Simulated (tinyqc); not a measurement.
# Thin-film transistor with exponential tail and deep states, accumulation layer: effects of single changes

An undoped film in accumulation, thicker than the space-charge layer. With band bending psi the Fermi level lies E0 - psi below the band edge. Free electrons n = n0 exp(psi/Vt) carry the current; electrons in two exponential distributions of traps, a = a0 exp(psi/Va) and d = d0 exp(psi/Vp), do not. Linear regime, ohmic contacts, traps in equilibrium.

Inputs (values chosen for the exercise); values close to those of amorphous indium gallium zinc oxide:
```
symbol   value        unit                                        meaning
T          250           K                                    temperature
eps_r       10                 relative permittivity of the semiconductor
Nc      4.5e18       cm^-3                     density of extended states
mb          20  cm^2/(V s)                                  band mobility
Nt      4.4e18       cm^-3                   total density of tail states
Tt         330           K         characteristic temperature of the tail
Nd      7.9e16       cm^-3                   total density of deep states
Td        1910           K  characteristic temperature of the deep states
E0        0.67          eV           bulk Fermi level below the band edge
Ci          12     nF/cm^2                               gate capacitance
WL           2                                                  ratio W/L
Vd        0.05           V                                  drain voltage
Vg          21           V                   gate voltage above flat band
```

Constants: q = 1.602176634e-19 C, kB = 1.380649e-23 J/K, Vt = kB T/q, eps0 = 8.8541878128e-14 F/cm where lengths are in cm. Results are converted to the units shown.

Each table varies one quantity; the others keep the values above.

## Effect of the characteristic temperature of the tail

Va = kB Tt/q, Vp = kB Td/q; n0 = Nc exp(-E0/Vt), a0 = Nt th(T/Tt) exp(-E0/Va), d0 = Nd th(T/Td) exp(-E0/Vp), th(x) = pi x/sin(pi x). G(psi) = sum over the three kinds of c0 [V (exp(psi/V) - 1) - psi], field F = sqrt(2 q G/(eps0 eps_r)); Vg = psi + eps0 eps_r F/Ci at the surface. Total charge Q = Ci (Vg - psi_s); free charge Qf = q times the integral of n0 (exp(psi/Vt) - 1)/F over psi from 0 to psi_s; I = (W/L) mb Qf Vd; effective mobility mb Qf/Q.

Effect of the characteristic temperature of the tail:

| Tt (K) | E0 - psi_s (eV) | Q (nC/cm^2) | free share (%) | effective mobility (cm^2/(V s)) | I (nA) |
|---|---|---|---|---|---|
| 310 | 0.02913 | 244.3 | 9.342 | 1.868 | 45.65 |
| 350 | 0.02454 | 244.3 | 11.08 | 2.216 | 54.12 |
| 390 | 0.02298 | 244.2 | 11.50 | 2.300 | 56.18 |
| 430 | 0.02285 | 244.2 | 11.23 | 2.246 | 54.85 |
| 470 | 0.02356 | 244.2 | 10.58 | 2.116 | 51.69 |
| 510 | 0.02484 | 244.3 | 9.736 | 1.947 | 47.56 |
| 550 | 0.02656 | 244.3 | 8.802 | 1.760 | 43.00 |
| 590 | 0.02863 | 244.3 | 7.845 | 1.569 | 38.33 |

What does the table show?

As Tt goes from 310 to 590 K, the free share goes from 9.34 through a maximum of 11.5 (at Tt = 390 K among the rows listed) to 7.84 %, the distance of the Fermi level from the edge goes from 0.0291 through a minimum of 0.0228 (at Tt = 430 K among the rows listed) to 0.0286 eV and the current goes from 45.6 through a maximum of 56.2 (at Tt = 390 K among the rows listed) to 38.3 nA. Q varies by only 0.031 %: the gate sets the charge, the traps decide how much of it moves. In every row the surface Fermi level is within 2 Vt of the band edge, where the exponential forms fail. In every row the th form, which assumes a Fermi level far below the edge, overcounts the filled tail at the surface by more than 15 %.

## Transfer curve

Same model as above.

The last column is d ln I/d ln Vg.

Result of one run:

| Vg (V) | E0 - psi_s (eV) | Q (nC/cm^2) | free share (%) | effective mobility (cm^2/(V s)) | I (nA) | exponent |
|---|---|---|---|---|---|---|
| 9.7 | 0.07439 | 109.3 | 5.077 | 1.015 | 11.09 | 2.279 |

What becomes of these results when the gate voltage above flat band Vg is changed from 9.7 to 3.6 V, all else the same?

Result of the changed run:

| Vg (V) | E0 - psi_s (eV) | Q (nC/cm^2) | free share (%) | effective mobility (cm^2/(V s)) | I (nA) | exponent |
|---|---|---|---|---|---|---|
| 3.6 | 0.1713 | 37.22 | 0.3977 | 0.07955 | 0.2960 | 6.721 |

The whole series:

| Vg (V) | E0 - psi_s (eV) | Q (nC/cm^2) | free share (%) | effective mobility (cm^2/(V s)) | I (nA) | exponent |
|---|---|---|---|---|---|---|
| 0.84 | 0.4850 | 7.859 | 4.456e-6 | 8.911e-7 | 7.004e-7 | 6.111 |
| 1.4 | 0.3898 | 13.44 | 1.193e-4 | 2.387e-5 | 3.207e-5 | 8.876 |
| 2.2 | 0.2820 | 21.74 | 0.006623 | 0.001325 | 0.002880 | 10.75 |
| 3.6 | 0.1713 | 37.22 | 0.3977 | 0.07955 | 0.2960 | 6.721 |
| 5.9 | 0.1126 | 64.11 | 2.272 | 0.4543 | 2.913 | 3.275 |
| 9.7 | 0.07439 | 109.3 | 5.077 | 1.015 | 11.09 | 2.279 |
| 16 | 0.04240 | 184.5 | 8.417 | 1.683 | 31.05 | 1.886 |
| 26 | 0.01396 | 304.1 | 12.13 | 2.425 | 73.76 | 1.696 |

The current rises from 7.00e-7 to 73.8 nA and the free share rises from 4.46e-6 to 12.1 %; the exponent goes from 6.11 through a maximum of 10.7 (at Vg = 2.2 V among the rows listed) to 1.70. If one kind of trap held all the charge, I would go as Q^(2 Tx/T - 1): 14.3 for the deep states, 1.64 for the tail and 1 for free electrons alone. For Vg = 16 to 26 V the surface Fermi level is within 2 Vt of the band edge, where the exponential forms fail. For Vg = 3.6 to 26 V the th form, which assumes a Fermi level far below the edge, overcounts the filled tail at the surface by more than 15 %.

## Effect of the gate capacitance

Same model as above.

Result of one run:

| Ci (nF/cm^2) | E0 - psi_s (eV) | Q (nC/cm^2) | free share (%) | effective mobility (cm^2/(V s)) | I (nA) |
|---|---|---|---|---|---|
| 2.4 | 0.1370 | 49.12 | 1.181 | 0.2363 | 1.161 |

What becomes of these results when the gate capacitance Ci is changed from 2.4 to 5.9 nF/cm^2, all else the same?

Result of the changed run:

| Ci (nF/cm^2) | E0 - psi_s (eV) | Q (nC/cm^2) | free share (%) | effective mobility (cm^2/(V s)) | I (nA) |
|---|---|---|---|---|---|
| 5.9 | 0.06822 | 120.3 | 5.654 | 1.131 | 13.61 |

The whole series:

| Ci (nF/cm^2) | E0 - psi_s (eV) | Q (nC/cm^2) | free share (%) | effective mobility (cm^2/(V s)) | I (nA) |
|---|---|---|---|---|---|
| 2.4 | 0.1370 | 49.12 | 1.181 | 0.2363 | 1.161 |
| 3.8 | 0.09781 | 77.63 | 3.199 | 0.6397 | 4.966 |
| 5.9 | 0.06822 | 120.3 | 5.654 | 1.131 | 13.61 |
| 9.3 | 0.04085 | 189.4 | 8.602 | 1.720 | 32.59 |
| 15 | 0.01377 | 305.2 | 12.15 | 2.431 | 74.17 |

As Ci goes from 2.4 to 15 nF/cm^2, the free share rises from 1.18 to 12.2 %, the distance of the Fermi level from the edge falls from 0.137 to 0.0138 eV and the current rises from 1.16 to 74.2 nA. For Ci = 9.3 to 15 nF/cm^2 the surface Fermi level is within 2 Vt of the band edge, where the exponential forms fail. In every row the th form, which assumes a Fermi level far below the edge, overcounts the filled tail at the surface by more than 15 %.

Numbers from tinyqc (`OMP_NUM_THREADS=1 python tinyqc.py 2610021 2610022 out.jsonl`; about 0.02 s on one thread of a shared Intel Xeon 2.30GHz).
